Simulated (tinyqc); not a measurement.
Inside a calculation. Method: CIS on RHF in the sto-3g basis, for H4, spin multiplicity 1. One step of it, computed by the program tinyqc.

Question. CIS triplet states. Diagonalise A (1 hartree = 27.211386 eV); each vector has its largest component positive (the first on a tie).

CIS matrix A, triplet (hartree):
```
          1>3       1>4       2>3       2>4
1>3  0.444735  0.000000  0.000000  0.169282
1>4  0.000000  0.803676  0.169282  0.000000
2>3  0.000000  0.169282  0.272344  0.000000
2>4  0.169282  0.000000  0.000000  0.665581
```

Give: triplet excitation energies; lowest vectors.

Answer.

triplet excitation energies (eV): 6.068  9.607  20.606  23.212

lowest vectors:
```
     state 1  state 2  state 3  state 4
1>3    0.000    0.879    0.476    0.000
1>4   -0.280    0.000    0.000    0.960
2>3    0.960    0.000    0.000    0.280
2>4    0.000   -0.476    0.879    0.000
```
